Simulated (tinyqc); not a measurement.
Inside a calculation. Model: metal-interlayer-semiconductor contact, depinning against tunnelling resistance.

tinyqc, about 0.04 s, one thread, Intel Xeon 2.30GHz (shared host): `OMP_NUM_THREADS=1 python tinyqc.py 2270070 2270071 out.jsonl` Printed values are rounded.

Zero bias, n-type semiconductor. Gap states at the semiconductor surface thin out as exp(-be ti), which unpins the barrier; electrons must then cross the interlayer (a rectangular barrier, no voltage drop across it) and the parabolic depleted layer, both by WKB. Energies E are counted from the Fermi level; no image force, parabolic bands.

Values chosen for this exercise; semiconductor values close to those of 4H silicon carbide; interlayer mass of the order of that in titanium dioxide, offset chosen freely:
- T = 300 K (temperature)
- Eg = 3.37 eV (band gap)
- eps_r = 9.9 (relative permittivity)
- chi = 3.58 eV (electron affinity)
- Nc = 1.7e19 cm^-3 (conduction-band density of states at T)
- mt = 0.193 m0 (tunnelling mass in the semiconductor)
- mA = 0.369 m0 (Richardson mass)
- Nd = 1.2e20 cm^-3 (donor density)
- E0 = 2 eV (charge-neutrality level above the valence band)
- S0 = 0.67 (pinning factor without interlayer)
- phiM = 3.88 eV (metal work function)
- ti = 1 nm (interlayer thickness)
- dE = 0.08 eV (conduction-band offset of the interlayer above the semiconductor)
- mi = 0.31 m0 (tunnelling mass in the interlayer)
- be = 3.2 1/nm (decay constant of gap states through the interlayer)

Constants: q = 1.602176634e-19 C, kB = 1.380649e-23 J/K, eps0 = 8.8541878128e-12 F/m, hbar = 1.054571817e-34 J s, h = 6.62607015e-34 J s, m0 = 9.1093837015e-31 kg, Vt = kB T/q, hbar^2/(2 m0) = 0.0380998212 eV nm^2. Results are converted to the units shown.

Range of the model: The depletion charge would drop about 0.11 V across such an interlayer (eps_r near 40) at ti = 1 nm and Nd = 1.2e20 cm^-3, against a band bending of 0.43 V; this model leaves that drop out.

## Pinning, barrier and scales

S = 1/(1 + (1/S0 - 1) exp(-be ti)); phiB = S (phiM - chi) + (1 - S)(Eg - E0); xi = Ec - EF deep inside, from Nd = Nc F(-xi/Vt), F(x) = (2/sqrt(pi)) int_0^infinity sqrt(u) du/(1 + exp(u - x)); band bending U = phiB - xi; E00 = (hbar/2) sqrt(Nd/(eps0 eps_r mt m0)) in volts; A = 4 pi q mA m0 kB^2/h^3.

S = 0.980318
phiB = 0.321059 eV
xi = -0.109771 eV
U = 0.430831 eV
E00 = 0.147137 eV
A = 44.3439 A/(cm^2 K^2)

The interlayer moves the barrier from 0.653 eV to 0.321 eV; the unpinned limit is phiM - chi = 0.300 eV. E00/Vt = 5.69: by the usual rule of thumb (over 5) field emission.

## Exponents and integrand on an energy grid

```
point,E (eV)
0,-0.1
1,-0.07214
2,-0.04429
3,-0.01643
4,0.01143
5,0.03929
6,0.06714
7,0.095
8,0.12286
9,0.15071
10,0.17857
11,0.20643
12,0.23429
13,0.26214
14,0.29
```

With U = phiB - xi: for xi < E < phiB, y = (E - xi)/U and G1 = (U/E00) [sqrt(1 - y) - y ln((1 + sqrt(1 - y))/sqrt(y))], G1 = 0 above phiB; G2 = 2 ti sqrt(mi max(phiB + dE - E, 0)/C), C = hbar^2/(2 m0); f = 1/(1 + exp(E/Vt)); integrand exp(-G1 - G2) f.

```
point,G1,G2,f,integrand (1e-3)
0,2.72332,4.03826,0.979531,1.13371
1,2.31404,3.92438,0.942160,1.83997
2,1.98668,3.80715,0.847253,2.58097
3,1.70426,3.68614,0.653745,2.98118
4,1.45419,3.56103,0.391233,2.59629
5,1.23000,3.43135,0.179490,1.69684
6,1.02786,3.29663,0.0693259,0.91789
7,0.84514,3.15611,0.0247284,0.45235
8,0.68024,3.00904,0.00855679,0.21383
9,0.53215,2.85445,0.00293028,0.09911
10,0.40014,2.69094,9.99360e-4,0.04542
11,0.28408,2.51683,3.40393e-4,0.02068
12,0.18423,2.32974,1.15891e-4,0.00938
13,0.10160,2.12633,3.94661e-5,0.00425
14,0.03835,1.90120,1.34341e-5,0.00193
```

## Contact resistivity

1/rho_c = (A T^2/Vt^2) I, with I the trapezoid sum of the integrand over the grid.

I = 3.90728e-4 eV
rho_c = 4.2859e-7 ohm cm^2

A fine grid from xi upwards gives rho_c = 4.163e-7 ohm cm^2; the coarse value is 3.0 % above it. The integrand peaks at E = -0.015 eV, and 0.0079 % of the current flows above phiB. Tunnelling through the interlayer costs a factor of 39.5 at this barrier height; the bare contact (ti = 0) has rho_c = 8.36e-8 ohm cm^2, so with the interlayer rho_c is 4.98 times that.
